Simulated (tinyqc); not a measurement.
Hopping conduction between localised states: one step, computed by the program tinyqc.

Energies are counted from the Fermi level. A small network shows the mechanism; the laws of an infinite system follow.

Question. Total conductivity. Mott: T_M = 13.8/(k_B g_0 xi^2), exponent (T_M/T)^(1/3), mean hop r = (1/3) xi times the exponent. Efros-Shklovskii: T_ES = 6.5 e^2/(4 pi eps eps_0 k_B xi), exponent (T_ES/T)^(1/2). Coulomb gap width g_0 (e^2/(4 pi eps eps_0))^2. The numerical coefficients come from percolation theory and are given. sigma = s_1 exp(-E_a/k_B T) + s_2 exp(-larger of the two exponents); reduced activation energy w = d ln(sigma)/d ln(T) by a central difference of +/- 1 %.

Inputs (values chosen for the exercise, for a model amorphous semiconductor): localisation length xi = 1.2 nm; density of states g_0 = 1.7e+12 1/(eV cm^2); permittivity eps = 14; activation energy E_a to extended states = 0.13 eV; prefactor of activated conduction = 27 microsiemens; prefactor of hopping = 0.34 microsiemens; temperature T = 90 K.

Dimension: 2D.

Constants: k_B = 8.617333262e-05 eV/K; e^2/(4 pi eps_0) = 14.39964548 eV angstrom.

Give: activated part; hopping part; conductivity; reduced activation energy w.

Answer.

activated part = 1.418e-06 microsiemens

hopping part = 2.552e-19 microsiemens

conductivity = 1.418e-06 microsiemens

reduced activation energy w = 16.76

Activation to extended states carries 100 %. For sigma = s exp(-(T_0/T)^p), w = p (T_0/T)^p, so the slope of ln w against ln T gives -p.
